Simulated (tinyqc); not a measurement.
Three ways to the same curve: density of states of one tight-binding band of a chain.

E(k) = -2 t cos(2 pi k) - 2 t2 cos(4 pi k); k in fractions of the reciprocal vectors, mesh k_i = j/N with j = 0 .. N-1. Densities are per cell and per spin, so the band holds one state.

Each interval of the mesh is a segment with E linear in k: n = (E - e1)/(e2 - e1), g = 1/(e2 - e1) between its end values.

Gaussian broadening: g(E) = mean over the mesh of exp(-(E - E_k)^2/(2 sigma^2))/(sigma sqrt(2 pi)), n(E) = mean of erfc((E_k - E)/(sigma sqrt 2))/2.

Values chosen for the exercise:

| symbol | value | unit | meaning |
|---|---|---|---|
| t | 2.4 | eV | nearest hopping |
| t2 | -0.23 | eV | second hopping |
| N2 | 40 |  | mesh points along each axis in this comparison |
| sigma | 1.2 | eV | Gaussian width |

N = N2 here; the reference is the linear method with N = 4000.

g(E) (1/eV):

| E (eV) | reference | linear segments | Gaussian, sigma | Gaussian, sigma/4 | reference n(E) |
|---|---|---|---|---|---|
| -3.467 | 0.134 | 0.144 | 0.118 | 0.143 | 0.240 |
| -2.594 | 0.094 | 0.097 | 0.107 | 0.096 | 0.337 |
| -1.721 | 0.077 | 0.075 | 0.087 | 0.077 | 0.411 |
| 0.024 | 0.064 | 0.065 | 0.067 | 0.060 | 0.532 |
| 0.897 | 0.062 | 0.063 | 0.065 | 0.062 | 0.587 |
| 1.770 | 0.063 | 0.063 | 0.067 | 0.066 | 0.641 |
| 2.643 | 0.067 | 0.065 | 0.073 | 0.072 | 0.698 |
| 3.515 | 0.076 | 0.079 | 0.083 | 0.078 | 0.759 |
| 4.388 | 0.100 | 0.096 | 0.087 | 0.105 | 0.833 |

Give the missing row, E (eV) = -0.848.

Computed row:
```
E (eV)  reference  linear segments  Gaussian, sigma  Gaussian, sigma/4  reference n(E)
-0.848      0.069            0.069            0.074              0.064           0.474
```

Root-mean-square errors against the reference: 0.0038 for linear segments, 0.0092 for sigma and 0.0046 for sigma/4. The narrow Gaussian is better than the wide one on the whole, since the wide one rounds the curve; where the levels lie sparsest it may still ripple. The reference is highest at -3.467 eV of the energies listed, and half filling lies between -0.848 and 0.024 eV.

Run: tinyqc, `OMP_NUM_THREADS=1 python tinyqc.py 1651739 1651740 out.jsonl`; Intel(R) Xeon(R) Processor @ 2.30GHz, one thread, shared host; about 0.01 s of CPU time with all checks.
